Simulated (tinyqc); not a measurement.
Inside a calculation. Method: Hueckel theory of the pi electrons with the omega technique, for the molecule BC=CC=O (SMILES; centres numbered as the heavy atoms are written). One step of it, computed by the program tinyqc.

Task: Energy, charges, bond orders. E = sum n x; q_r = z_r - P_rr; bond order p = P_rs; free valence = sqrt(3) - sum of p over the bonds of the atom.

final x values: 1.883301  1.049555  -0.125235  -1.122334  -1.685286

occupations: 2.000000  2.000000  0.000000  0.000000  0.000000

final P, lower triangle:
```
           1B         2C         3C        4C        5O
1B   0.091334
2C   0.286290   0.909842
3C   0.255489   0.849831   0.907392
4C   0.024905   0.175143   0.451525  0.763437
5O  -0.162694  -0.396258  -0.007811  0.841943  1.327995
```

Centres:
```
centre  z_r, pi electrons of the neutral centre          h
1B                                            0  -1.000000
2C                                            1   0.000000
3C                                            1   0.000000
4C                                            1   0.000000
5O                                            1   1.000000
```

Bonds:
```
i  j         k
1  2  0.700000
2  3         1
3  4         1
4  5         1
```

Give: pi energy = 4 alpha + this times beta; pi charges; Bond orders and lengths from R = 1.517 - 0.180 p; free valence of the carbons; gap between the highest filled and the next level.

Result:

pi energy = 4 alpha + this times beta = 5.8657

pi charges: 1B -0.0913, 2C 0.0902, 3C 0.0926, 4C 0.2366, 5O -0.3280

Bond orders and lengths from R = 1.517 - 0.180 p (angstrom, C-C alone):
```
bond       p       R
1-2   0.2863       -
2-3   0.8498  1.3640
3-4   0.4515  1.4357
4-5   0.8419       -
```

free valence of the carbons: 2C 0.5959, 3C 0.4307, 4C 0.4386

gap between the highest filled and the next level = 1.1748 |beta|
